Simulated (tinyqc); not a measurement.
Gain against bias and Miller's formula: avalanche multiplication and breakdown of a junction from ionisation integrals. Computed by tinyqc, a small Python program. Command: `OMP_NUM_THREADS=1 python tinyqc.py 3017448 3017449 out.jsonl impact walk`. One thread of a shared host (Intel(R) Xeon(R) Processor @ 2.30GHz), about 0.01 s of CPU time with the checks.

Ionisation coefficients follow the local field. Position x runs through the depletion layer from the p side (x = 0), where electrons enter, to the n side (x = w), where holes enter. The built-in voltage is neglected.

Inputs (values chosen for the exercise, modelled on silicon):
```
quantity                   value    unit
electron prefactor a_n    698000    1/cm
electron field b_n      1.25e+06    V/cm
hole prefactor a_p      1.64e+06    1/cm
hole field b_p          2.05e+06    V/cm
exponent c                     1       -
permittivity eps            11.7       -
doping gradient a        2.5e+21  1/cm^4
```

Junction: linearly graded.

Constants: e = 1.602176634e-19 C; eps_0 = 8.8541878128e-12 F/m.

Method:
- alpha_n = a_n exp(-(b_n/F)^c), alpha_p = a_p exp(-(b_p/F)^c).
- Field F = F_m [1 - (2x/w - 1)^2], w = sqrt(8 eps eps_0 F_m/(e a)), V = (2/3) F_m w.
- With Phi(x) = int_0^x (alpha_n - alpha_p) dx': 1 - 1/M_n = I_n = int_0^w alpha_n exp(-Phi) dx and M_p = M_n exp(-Phi(w)); trapezoid rule on 401 even points; breakdown at I_n = 1.
- Solve I_n(F_m) = 1.
- Miller's exponent n is defined by 1 - 1/M = (V/V_B)^n for the larger M.

breakdown voltage = 28.0129 V

critical field F_m = 0.440259 MV/cm

Gain:
```
V/V_B   V (V)  F_m (MV/cm)     M_n     M_p  Miller exponent n
0.50   14.006      0.27735   1.242   1.026             2.3618
0.60   16.808      0.31319   1.511   1.076             2.1224
0.70   19.609      0.34709   2.010   1.194             1.9300
0.80   22.410      0.37940   3.058   1.482             1.7748
0.90   25.212      0.41040   6.268   2.448             1.6495
0.95   26.612      0.42546  12.719   4.449             1.5964
0.98   27.453      0.43437  32.085  10.506             1.5673
0.99   27.733      0.43732  64.366  20.617             1.5580
```

The larger gain passes 2 between 0.600 and 0.700 of V_B and reaches 64.4 at 0.99. Miller's exponent runs from 1.6 to 2.4, so it is not a constant: a fit holds over a narrow range only. From the first row to the last the voltage grows by a factor 1.98 and the peak field by 1.58.

Extremes, crossings and ranges named in words are read from the listed rows.
